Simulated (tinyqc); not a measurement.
Electron-beam lithography: double-Gaussian proximity function, edge placement and dose correction for parallel lines: one step, computed by the program tinyqc. Command: `OMP_NUM_THREADS=1 python tinyqc.py 3113138 3113139 out.jsonl proximity walk`. One thread of a shared host (Intel(R) Xeon(R) Processor @ 2.30GHz), about 0.01 s of CPU time with the checks.

Lines are infinitely long. Absorbed energy is counted so that the middle of a very large area written at dose 1 receives 1; the resist develops where it exceeds 1/2.

Question. Dose to size and latitude. A test line of width w << beta in surroundings of density rho, all at dose d: near its edge E(x) = d [S + eta rho]/(1 + eta), S = [erf((b - x)/alpha) - erf((a - x)/alpha)]/2 for edges a and b, the second term being the background energy. Dose to size d_s = (1 + eta)/(erf(w/alpha) + 2 eta rho), dose = d_s D0; edge slope d [1 - exp(-w^2/alpha^2)]/(sqrt(pi) alpha (1 + eta)); width change per 1 % of dose = 2 x 0.01 x (1/2)/slope.

Inputs (values chosen for the exercise, of the order of those for 30 keV electrons in resist on silicon):
```
quantity                              value               unit
forward range alpha                   0.018         micrometre
backscatter ratio eta                  0.67                  -
base dose D0                            330  microcoulomb/cm^2
width of the test line                 0.17         micrometre
pattern density around the test line    0.7                  -
```

Give: dose to size d_s; dose; edge slope; width change per 1 % of dose; background energy.

Answer.

dose to size d_s = 0.8617

dose = 284.4 microcoulomb/cm^2

edge slope = 0.01617 1/nm

width change per 1 % of dose = 0.6183 nm

background energy = 0.2420

The background supplies 48 % of the threshold.
